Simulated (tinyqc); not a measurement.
Composition from the perpendicular lattice constant.

Inverse problem. The layer is x parts of the first compound and 1 - x of the second, grown coherently on the third as substrate and barrier. Rows of the table: lattice constant a, average valence level Ea on an absolute scale, spin-orbit splitting so, gaps at Gamma, X and L, hydrostatic deformation potentials av and ac (Gamma), shear potential b, elastic constants, electron and heavy-hole (along z) masses. All are interpolated linearly in x; gaps get -C x (1 - x), taken wholly in the conduction band; real line-ups can differ from this model by 0.1 eV or more. In-plane strain e = (a_substrate - a)/a, e_z = -2 (c12/c11) e, volume change 2 e + e_z. X-ray diffraction gives a_z = a (1 + e_z) of the coherent layer. Find x, e and the relaxed Gamma gap.

Inputs (values chosen for the exercise): bowing of the Gamma gap CG = 1.43 eV; bowing of the X gap CX = 1.2 eV; bowing of the L gap CL = 1.2 eV.

Binary compounds, values chosen for the exercise:
```
              close to GaSb  close to GaAs  close to InP
a (angstrom)          6.096          5.653         5.869
Ea (eV)               -6.25          -6.92         -7.04
so (eV)               0.769          0.339         0.109
EG (eV)               0.736           1.43          1.32
EX (eV)                1.03           1.93          2.19
EL (eV)                0.82           1.71          1.92
av (eV)               0.791           1.15          1.27
ac (eV)               -6.92          -7.16         -5.03
b (eV)                -1.98          -1.69          -1.7
c11 (GPa)              89.3            117           102
c12 (GPa)              40.2           53.9          55.5
me (m0)              0.0392         0.0674        0.0808
mh (m0)               0.247          0.352         0.528
```

lattice constant along the growth direction = 5.81169840 angstrom

Solution. a_z changes steadily with x, about (1 + 2 c12/c11) times as fast as the relaxed lattice constant, so one composition matches.

x = 0.420
e = 0.513 %
relaxed Gamma gap = 0.790 eV

tinyqc, about 0.01 s, one thread, Intel Xeon 2.30GHz (shared host): `OMP_NUM_THREADS=1 python tinyqc.py 2690070 2690071 out.jsonl`
